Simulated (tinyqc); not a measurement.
# Changing the Stoner parameter I

Model: Stoner model of a band magnet at zero temperature. Computed by tinyqc, a small Python program. Command: `OMP_NUM_THREADS=1 python tinyqc.py 3017896 3017897 out.jsonl stoner sweep`. One thread of a shared host (Intel(R) Xeon(R) Processor @ 2.30GHz), about 0.04 s of CPU time with the checks.

Five orbitals per spin share one band; u = (E - E_bottom)/W runs from 0 to 1, and the states per spin, atom and energy are g = 5 d(u)/W with d = 1 - c cos(4 pi u). N(u) is the integral of d from 0. The moment m = n_up - n_down (electrons per atom) moves the fillings to n +/- m/10; the energy is E(m) = E_band(m) - I m^2/4.

Inputs (values chosen for the exercise, for a model d band): band width W = 2.7 eV; filling n per spin orbital = 0.83; depth c of the valley = 0.61; start moment m0 = 0.27 mu_B; largest number of steps = 600.

Density of states: two peaks.

Method. Solve N(u_F) = n; g_F = 5 d(u_F)/W; the Stoner product is I g_F. Split the bands by Delta = I m, find the common Fermi level that keeps 10 n electrons, and read m(out) = 5 [N(u + Delta/(2W)) - N(u - Delta/(2W))], N clipped to 0 and 1. Start from m0 (at most 0.9 m_max, m_max = 10 min(n, 1 - n)); stop when m changes by less than 1e-8; moments under 1e-5 count as 0.

One run for each value:
```
Stoner parameter I (eV)  moment m (mu_B)  Stoner product I g_F
0.181                             0.0000                0.4991
0.223                             0.0000                0.6149
0.265                             0.0000                0.7307
0.307                             0.0000                0.8465
0.349                             0.0000                0.9624
0.391                             1.0307                1.0782
0.433                             1.4299                1.1940
0.475                             1.6405                1.3098
0.517                             1.7000                1.4256
0.559                             1.7000                1.5414
```

Describe and explain the trends.

Over the rows, moment m (mu_B) rises from 0 to 1.70, flat over part of the range; Stoner product I g_F rises from 0.499 to 1.54 (exponent d ln y / d ln x about 1.0 throughout). The moment appears between I = 0.349 and 0.391 eV, where I g_F goes from 0.96 to 1.08.

Extremes, crossings and ranges named in words are read from the listed rows.
